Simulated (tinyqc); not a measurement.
Metal gate on a two-layer dielectric stack with fixed charge and a dipole: two steps of the calculation.

Gate, layer 2, layer 1, p-type semiconductor; x runs from the gate inwards. Charges are counted in units of +q. psi is the band bending at the surface, positive towards inversion. Classical charge, Boltzmann statistics, no interface traps.

Parameters, values chosen for the exercise; band and dielectric values close to those of silicon, layer 1 close to silicon dioxide, layer 2 close to hafnium oxide:
- T = 250 K (temperature)
- Eg = 1.11 eV (band gap)
- eps_r = 11.8 (relative permittivity)
- Nc = 2.17e19 cm^-3 (conduction-band density of states at T)
- Nv = 2.05e19 cm^-3 (valence-band density of states at T)
- chi = 4.09 eV (electron affinity)
- Na = 1.1e16 cm^-3 (acceptor density)
- pM = 4.85 eV (work function of the gate metal)
- t1 = 0.8 nm (thickness of layer 1, next to the semiconductor)
- e1 = 3.99 (relative permittivity of layer 1)
- t2 = 2.8 nm (thickness of layer 2, next to the gate)
- e2 = 22.6 (relative permittivity of layer 2)
- ps = 0.822 V (band bending psi of the working point)

Constants: q = 1.602176634e-19 C, kB = 1.380649e-23 J/K, Vt = kB T/q, eps0 = 8.8541878128e-14 F/cm where lengths are in cm. Results are converted to the units shown.

Problem 1. Equivalent thickness and work-function difference. EOT = 3.9 (t1/e1 + t2/e2), Cox = eps0/(t1/e1 + t2/e2); phi_ms = pM - (chi + Eg - Vt ln(Nv/Na)).

Wanted: EOT; Cox; share of layer 1 in the EOT; phi_ms.

Solution 1.

EOT = 1.265 nm
Cox = 2.729 uF/cm^2
share of layer 1 in the EOT = 61.81 %
phi_ms = -0.1878 V

Problem 2. Charge in the semiconductor. ni = sqrt(Nc Nv) exp(-Eg/(2 Vt)), Eg in volts. Qs = -sign(psi) sqrt(2 q eps0 eps_r Na Vt [exp(-u) + u - 1 + (ni/Na)^2 (exp(u) - u - 1)]), u = psi/Vt.

Wanted: Qs.

Solution 2.

Qs = -0.058343 uC/cm^2

The surface is in strong inversion: psi exceeds 2 Vt ln(Na/ni) = 0.784 V.

Numbers from tinyqc (`OMP_NUM_THREADS=1 python tinyqc.py 2010052 2010053 out.jsonl`; about 0.01 s on one thread of a shared Intel Xeon 2.30GHz).
